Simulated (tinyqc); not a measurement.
## Area and perimeter leakage from two diodes

Inverse problem. A square diode and a finger diode leak I = JA area + JP perimeter. Find JA, JP and the side of the square at which both parts are equal.

areas (um^2): 10000  204000
perimeters (um): 400  41820
leakage currents (pA): 7.46  266.62800

Solution. Two linear equations give JA and JP; for a square of side a, JA a^2 = 4 JP a at a = 4 JP/JA.

JA = 6.100e-8 A/cm^2
JP = 3.400e-11 A/cm
side for equal parts = 22.30 um

tinyqc, about 0.01 s, one thread, Intel Xeon 2.30GHz (shared host): `OMP_NUM_THREADS=1 python tinyqc.py 2290151 2290152 out.jsonl`
